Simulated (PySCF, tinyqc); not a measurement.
Inside a calculation. Method: FCI on RHF in the sto-3g basis, for H3+, spin multiplicity 1. The lowest restricted solution is unstable here: a spin-polarised one lies 0.0084 hartree lower (PySCF). One step of it, computed by the program tinyqc.

Task: FCI: determinants and Hamiltonian. Slater-Condon rules over spin orbitals, with the nuclear repulsion added and E(HF) subtracted on the diagonal. Only determinants linked to the reference directly or through others are kept (one block of an abelian symmetry group), so some states are absent.

one-electron integrals over orbitals h = C^T H C (hartree), lower triangle:
```
           1          2          3
1  -1.359151
2   0.000017  -1.065202
3  -0.082245  -0.000010  -0.844516
```

Two-electron integrals over orbitals (pq|rs), unique and non-zero (hartree):
```
(11|11) 0.518247    (21|11) -0.000017   (21|21) 0.147351    (22|11) 0.442955
(22|21) 0.000032    (22|22) 0.512046    (31|11) 0.082245    (31|21) 0.000005
(31|22) -0.060845   (31|31) 0.146660    (32|11) 0.000007    (32|21) -0.143523
(32|22) -0.000029   (32|31) -0.000020   (32|32) 0.154539    (33|11) 0.526943
(33|21) -0.000031   (33|22) 0.461538    (33|31) 0.082934    (33|32) 0.000023
(33|33) 0.560612
```

nuclear repulsion = 1.07425770 hartree

Hartree-Fock energy = -1.12579738 hartree

Give: determinants; H - E(HF) between determinants.

Result:

Occupation strings over the orbitals (2 doubly, a alpha, b beta, 0 empty; spin orbitals ordered 1a 1b 2a 2b ...): 200 ab0 a0b ba0 b0a 020 0ab 0ba 002

H - E(HF) between determinants (hartree), lower triangle:
```
       200     ab0     a0b     ba0     b0a    020     0ab    0ba
200  0.000
ab0  0.000   0.219
a0b  0.000   0.000   0.523
ba0  0.000  -0.147   0.000   0.219
b0a  0.000   0.000  -0.147   0.000   0.523
020  0.147   0.000  -0.144   0.000   0.144  0.582
0ab  0.000  -0.144   0.000   0.143   0.000  0.000   0.752
0ba  0.000   0.143   0.000  -0.144   0.000  0.000  -0.155  0.752
002  0.147   0.000   0.001   0.000  -0.001  0.155   0.000  0.000

       002
002  1.072
```
